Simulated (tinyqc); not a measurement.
Undoped symmetric double-gate MOSFET, analytic potential model: one step of the calculation.

An undoped body of thickness ts between two equal insulators and tied gates; long channel, electrons only, n = ni exp((psi - V)/Vt) with V the quasi-Fermi potential (0 at the source, Vd at the drain), constant mobility, no quantisation. Across the body psi(x) = V - 2 Vt ln[(ts/(2 beta)) sqrt(q ni/(2 eps0 eps_r Vt)) cos(2 beta x/ts)], x from the centre. Q is the electron charge per area of the whole body.

Question. beta at the source by Newton steps. With V = 0: f = ln(beta) - ln(cos beta) + 2 r beta tan(beta) - (Vg - V0)/(2 Vt); f' = 1/beta + tan(beta) + 2 r [tan(beta) + beta/cos^2(beta)]; beta(new) = beta - f/f'.

Values chosen for this exercise:
- T = 400 K (temperature)
- Vg = 0.18 V (gate voltage)

Constants: q = 1.602176634e-19 C, kB = 1.380649e-23 J/K, Vt = kB T/q. Results are converted to the units shown.

beta after iteration 1 = 0.11051149
r = 0.22935099
V0 = 0.29323969 V

Wanted: f; f'; beta after iteration 2.

Answer.

f = -0.54828
f' = 9.2620
beta after iteration 2 = 0.16971

Program tinyqc, `OMP_NUM_THREADS=1 python tinyqc.py 2440024 2440025 out.jsonl`; Intel Xeon 2.30GHz, shared host, one thread, about 0.01 s.
